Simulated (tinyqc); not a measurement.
Balance functions: hot carriers by balance equations with a heated Maxwellian. Computed by tinyqc, a small Python program. Command: `OMP_NUM_THREADS=1 python tinyqc.py 3025037 3025038 out.jsonl hot walk`. One thread of a shared host (Intel(R) Xeon(R) Processor @ 2.30GHz), about 0.01 s of CPU time with the checks.

The carriers follow a Maxwellian at an electron temperature T_e, slightly displaced; the drift energy is neglected against k_B T_e. The balance averages the rate, not the time, so mu_0 lies below the relaxation-time value.

Inputs (values chosen for the exercise, modelled on electrons in germanium):

| quantity | value | unit |
|---|---|---|
| effective mass m | 0.218 | m_0 |
| density rho | 5323 | kg/m^3 |
| sound velocity v_l | 5150 | m/s |
| acoustic deformation potential D_A | 12 | eV |
| phonon energy hbar w | 33.5 | meV |
| optical or intervalley deformation potential D_o | 5.6 | 1e8 eV/cm |
| final valleys Z_f | 3 | - |
| lattice temperature T | 200 | K |

Band: parabolic. Solver: damped fixed point.

Constants: k_B = 8.617333262e-05 eV/K; k_B = 1.380649e-23 J/K; e = 1.602176634e-19 C; hbar = 1.054571817e-34 J s; m_0 = 9.1093837015e-31 kg; hbar = 6.582119569e-16 eV s.

Method:
- Parabolic band: E = hbar^2 k^2/(2 m), speed v = hbar k/m, states per spin, volume and energy g(E) = m k/(2 pi^2 hbar^2). Masses are multiplied by m_0 and all formulas are in SI units.
- Phonon occupation N_q = 1/(exp(hbar w/(k_B T)) - 1).
- Acoustic deformation potential (elastic, equipartition, absorption and emission together): 1/tau = 2 pi k_B T D_A^2 g(E)/(hbar rho v_l^2).
- Optical or intervalley deformation potential: 1/tau = (pi Z_f D_o^2/(rho w)) [N_q g(E + hbar w) + (N_q + 1) g(E - hbar w)], with g = 0 below the band edge.
- Averages over the Maxwellian, <y> = int y x^(1/2) exp(-x) dx / int x^(1/2) exp(-x) dx with x = E/(k_B T_e), split at x_0 = hbar w/(k_B T_e): 64 Gauss-Legendre points in sqrt(x) below it and 128 in sqrt(x - x_0) above it, up to x = 32. Momentum balance: mu(T_e) = e/(m nu), nu = <x (sum of rates)>/<x>. Power lost per carrier: P(T_e) = hbar w <emission rate - absorption rate> + <(2 m v_l^2/(k_B T)) (E - 2 k_B T) acoustic rate>.
- The field that sustains T_e follows from e mu F^2 = P.

Against the electron temperature:

| T_e (K) | mu (cm^2/(V s)) | P optical (1e9 eV/s) | P acoustic (1e9 eV/s) | F (kV/cm) | drift velocity (1e7 cm/s) |
|---|---|---|---|---|---|
| 220 | 2780.5 | 1.607 | 1.9042e-02 | 0.765 | 0.21263 |
| 260 | 2471.2 | 4.885 | 6.2104e-02 | 1.415 | 0.34965 |
| 320 | 2146.3 | 9.741 | 1.3780e-01 | 2.145 | 0.46046 |
| 400 | 1858.0 | 15.842 | 2.5677e-01 | 2.944 | 0.54691 |
| 600 | 1454.0 | 28.959 | 6.2895e-01 | 4.511 | 0.65590 |
| 1000 | 1091.5 | 48.785 | 1.6239e+00 | 6.796 | 0.74178 |
| 1600 | 849.3 | 70.417 | 3.5947e+00 | 9.335 | 0.79281 |
| 2400 | 687.7 | 92.288 | 6.9185e+00 | 12.011 | 0.82600 |

What follows from these numbers?

Optical phonons take 99 % of the power in the first row and 93 % in the last. The velocity grows as F^0.81 at first and as F^0.16 at the end, so it levels off; if optical phonons alone set both balances the limit at high T_e would be sqrt(3 hbar w tanh(hbar w/2 k_B T)/(4 m)) = 1.23 in the same unit. Rows above 1400 K (k_B T_e > 0.12 eV) stretch the parabolic band.
